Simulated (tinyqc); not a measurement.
Temperature and repopulation: deformation-potential model of the X valleys of a conduction band.

Valleys with axes along x, y and z, one whole valley each. Herring-Vogt shift of a valley with unit axis a: dE = Xd tr(e) + Xu a.e.a. Non-degenerate shares n_i = exp(-dE_i/kT)/sum_j exp(-dE_j/kT). Inverse mass tensor of a valley: (1 - a a)/mt + a a/ml; the masses are taken as independent of strain.

s11 = (C11 + C12)/((C11 - C12)(C11 + 2 C12)), s12 = -C12/((C11 - C12)(C11 + 2 C12)), s44 = 1/C44; exx = s11 sxx + s12 (syy + szz) and cyclic, exy = s44 sxy/2; tension is positive. A uniaxial stress X along the unit vector n is s_ij = X n_i n_j.

Constants: kB = 8.617333262e-05 eV/K.

Inputs chosen for the exercise (near those of AlAs; shifted at random, so the results belong to these values and not to a real crystal):
- ml = 1.074 m0 (longitudinal mass)
- mt = 0.203 m0 (transverse mass)
- Xd = 1.02 eV (dilation potential)
- Xu = 5.52 eV (uniaxial potential)
- C11 = 125.5 GPa
- C12 = 53.6 GPa
- C44 = 54.3 GPa
- load = uniaxial [110] (kind of stress)
- X = 1.2 GPa (stress)

The load is fixed; m_c along [110] as 1/(u.M.u).

Results:

| T (K) | kT (meV) | n x | n y | n z | m_c (m0) |
|---|---|---|---|---|---|
| 50 | 4.31 | 0.000 | 0.000 | 1.000 | 0.2030 |
| 77 | 6.64 | 0.001 | 0.001 | 0.998 | 0.2032 |
| 150 | 12.93 | 0.027 | 0.027 | 0.946 | 0.2075 |
| 225 | 19.39 | 0.078 | 0.078 | 0.843 | 0.2168 |
| 400 | 34.47 | 0.172 | 0.172 | 0.655 | 0.2360 |
| 500 | 43.09 | 0.204 | 0.204 | 0.593 | 0.2431 |

Give the missing row, T (K) = 300.

Computed row:
```
T (K)  kT (meV)    n x    n y    n z  m_c (m0)
300       25.85  0.126  0.126  0.748    0.2261
```

The largest share falls from 1.000 at 50 K to 0.593 at 500 K (equal shares: 0.333); m_c goes from 0.2030 to 0.2431, against 0.2782 without stress. Only spread/kT enters, so the small-stress response goes as 1/T.

Run: tinyqc, `OMP_NUM_THREADS=1 python tinyqc.py 1081046 1081047 out.jsonl`; Intel(R) Xeon(R) Processor @ 2.30GHz, one thread, shared host; about 0.03 s of CPU time with all checks.
